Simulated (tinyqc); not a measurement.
Resistance of a tapered via with liner, size effect and interface: one step of the calculation.

A round via whose diameter grows from db at the bottom as D(z) = db + 2 z/tan(ang). The fill, of diameter D - 2 tl, starts above the bottom liner (thickness fb tl) and has rho = rho0 (1 + ks lam/(D - 2 tl)); the sidewall liner conducts in parallel with it. The bottom liner and the interface are crossed over the full area pi db^2/4. Spreading in the lines above and below is left out.

Question. Slices of the via. Slices between z0 = fb tl and hv, evaluated at their midpoints: conductance per length pi/4 [(D - 2 tl)^2/rho + (D^2 - (D - 2 tl)^2)/rl], slice resistance = slice height over that. 6 slices.

Values chosen for this exercise; fill metal close to copper:
- db = 15 nm (diameter at the bottom)
- hv = 27 nm (height)
- ang = 88 degrees (sidewall angle)
- rho0 = 1.73 uohm cm (bulk resistivity of the fill)
- lam = 40.3 nm (mean free path of the fill)
- ks = 1.3 (size-effect factor)
- tl = 2.7 nm (liner on the sidewall)
- fb = 0.5 (liner at the bottom over that on the sidewall)
- rl = 260 uohm cm (resistivity of the liner)

Find: z; D; rho; slice resistance.

Answer.

```
slice,z (nm),D (nm),rho (uohm cm),slice resistance (ohm)
0,3.4875,15.244,10.938,5.8028
1,7.7625,15.542,10.666,5.3484
2,12.037,15.841,10.411,4.9409
3,16.312,16.139,10.170,4.5743
4,20.587,16.438,9.9413,4.2438
5,24.863,16.736,9.7250,3.9449
```

tinyqc, about 0.01 s, one thread, Intel Xeon 2.30GHz (shared host): `OMP_NUM_THREADS=1 python tinyqc.py 2750135 2750136 out.jsonl`
